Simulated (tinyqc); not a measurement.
Tight binding, honeycomb lattice, step by step. One step of it, computed by the program tinyqc.

Problem. Levels at k. Diagonalise the Hermitian matrix.

H(k) at k (eV):
```
,A,B
A,0.000000,-3.589018-2.331792i
B,-3.589018+2.331792i,0.000000
```

Give: eigenvalues; weights |c|^2 of the basis functions.

Solution.

eigenvalues (eV): -4.2800  4.2800

weights |c|^2 of the basis functions:
```
,band 1,band 2
A,0.5000,0.5000
B,0.5000,0.5000
```
